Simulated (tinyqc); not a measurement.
Moment against temperature: Stoner model of a band ferromagnet.

Density of states per atom and spin: flat with a rise to the top, D(e) = (M/W) [1 - sp + 4 sp (e/W + 1/2)^3]. Levels e -/+ I m/2 for up and down spin, m = n_up - n_down, n_up + n_down = nd. At zero temperature e(N) is the energy below which N states lie, and E(m) = sum over spins of integral e D de - I m^2/4.

Constants: kB = 8.617333262e-05 eV/K.

Inputs chosen for the exercise:
- W = 5 eV (band width, e from -W/2 to W/2)
- M = 5 (states per atom and spin)
- nd = 6.22 (electrons per atom)
- sp = 0.31 (shape parameter)
- I = 1.3 eV (Stoner parameter)

Fermi-Dirac occupations on 600 equal energy intervals; m is iterated from saturation until it changes by less than 1e-7 or for 400 rounds; the paramagnet is unstable while I times the mean of D weighted by -df/de exceeds 1.

Results:

| T/Tc | T (K) | m (muB) | I D(T) of the paramagnet |
|---|---|---|---|
| 0.10 | 1383 | 3.780 | 1.594 |
| 0.50 | 6916 | 3.619 | 1.383 |
| 0.65 | 8990 | 3.311 | 1.254 |
| 0.80 | 11065 | 2.711 | 1.136 |
| 0.90 | 12448 | 2.011 | 1.065 |
| 0.95 | 13140 | 1.454 | 1.032 |
| 1.10 | 15214 | 0.000 | 0.941 |

Give the missing row, T/Tc = 0.30.

Computed row:
```
T/Tc  T (K)  m (muB)  I D(T) of the paramagnet
0.30   4149    3.767                     1.543
```

Tc (from I D(T) = 1) = 1.38e+04 K

kB Tc = 1.192 eV, 0.24 of the exchange splitting at zero temperature. m keeps 0.96 of its first value at half Tc and 0.53 at 0.9 Tc. The model knows only Stoner excitations; spin waves and local moments bring the ordering temperature below the Stoner value.

Computed by tinyqc, a small Python program: `OMP_NUM_THREADS=1 python tinyqc.py 1650297 1650298 out.jsonl` (the numbers bound the seed that draws the inputs); one thread of a shared host (Intel(R) Xeon(R) Processor @ 2.30GHz), about 0.2 s for the whole set of steps.
